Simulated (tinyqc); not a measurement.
Raising U: Hubbard chain of 3 sites, mean field against exact. Computed by the program tinyqc. Collinear unrestricted mean field (the lowest of 40 random starts) against exact diagonalisation.

one-body matrix (hopping and site energies) (eV):
```
         1        2        3
1   0.0000  -1.0700   0.0000
2  -1.0700   0.0000  -1.0700
3   0.0000  -1.0700   0.0000
```

electrons, up and down: 2  1

Exact and mean-field results (eV):
```
U          U/t   E exact  E mean field  mean |n_up - n_down|  double occupancy, exact  first gap in the sector
0.540    0.505  -2.70507      -2.69239                 0.368                    0.188                    1.438
1.070    1.000  -2.42199      -2.37368                 0.413                    0.168                    1.352
2.140    2.000  -1.94750      -1.78333                 0.556                    0.129                    1.164
3.210    3.000  -1.58932      -1.32981                 0.729                    0.096                    0.988
4.280    4.000  -1.32259      -1.03224                 0.837                    0.072                    0.842
6.420    6.000  -0.97020      -0.70286                 0.926                    0.042                    0.631
8.560    8.000  -0.75725      -0.53069                 0.958                    0.026                    0.498
12.840  12.000  -0.52083      -0.35541                 0.981                    0.013                    0.345
21.400  20.000  -0.31785      -0.21373                 0.993                 4.85e-03                    0.211
```

What does the comparison show, and why?

In absolute terms mean field is worst at U/t = 4.0, 0.290 eV too high: at small U it is nearly exact, and at large U it misses only exchange-scale energies. Relative to the exact energy its error is 0.5 % at the smallest U, 33 % at most and 33 % at the largest. The double occupancy falls from 0.188 to 0.005; at the largest U the first gap is 0.99 times the exchange scale 4t^2/U.
